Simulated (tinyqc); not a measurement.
Surface potential of a MOS transistor: implicit equation and explicit approximations: two steps of the calculation.

p-type body, charge-sheet picture, depletion and inversion only, full ionisation (an idealisation for deep acceptors), Boltzmann statistics (rough once Na exp(x - xn) passes about Nc/7). In units of Vt: xg = (Vg - Vfb)/Vt, x = psi/Vt, G = gamma/sqrt(Vt), xn = (2 phiF + Vc)/Vt. The implicit equation is (xg - x)^2 = G^2 [x - 1 + exp(x - xn)] for x above about 3. Cox = eps0 eox/tox.

Parameters, values chosen for the exercise; band and dielectric values close to those of silicon: temperature T = 400 K; band gap Eg = 1.1 eV; relative permittivity eps_r = 11.9; conduction-band density of states at T Nc = 4.36e19 cm^-3; valence-band density of states at T Nv = 4.03e19 cm^-3; relative permittivity of the gate insulator (close to hafnium oxide) eox = 21.4; insulator thickness tox = 51 nm; acceptor density Na = 1.6e17 cm^-3; flat-band voltage Vfb = -0.69 V; channel-body voltage Vc = 0.2 V; gate-body voltage Vg = 1.2 V.

Constants: q = 1.602176634e-19 C, kB = 1.380649e-23 J/K, Vt = kB T/q, eps0 = 8.8541878128e-14 F/cm where lengths are in cm. Results are converted to the units shown.

Problem 1. Scales. ni = sqrt(Nc Nv) exp(-Eg/(2 Vt)), Eg in volts; phiF = Vt ln(Na/ni); gamma = sqrt(2 q eps0 eps_r Na)/Cox; VT = Vfb + Vt (xn + G sqrt(xn - 1)).

Give: phiF; gamma; G; xn; VT; xg.

Solution 1.

phiF = 0.35806 V
gamma = 0.62558 V^0.5
G = 3.3695
xn = 26.578
VT = 0.81353 V
xg = 54.831

Problem 2. New x. D = exp(x - xn), f = (xg - x)^2 - G^2 (x - 1 + D), f' = -2 (xg - x) - G^2 (1 + D), x(new) = x - f/f'.

x after iteration 2 = 29.846687
G = 3.3695295
xn = 26.578112
xg = 54.831348

Find: D; f; f'; x after iteration 3.

Solution 2.

D = 26.3
f = -1.59
f' = -360
x after iteration 3 = 29.8

Numbers from tinyqc (`OMP_NUM_THREADS=1 python tinyqc.py 2122141 2122142 out.jsonl`; about 0.01 s on one thread of a shared Intel Xeon 2.30GHz).
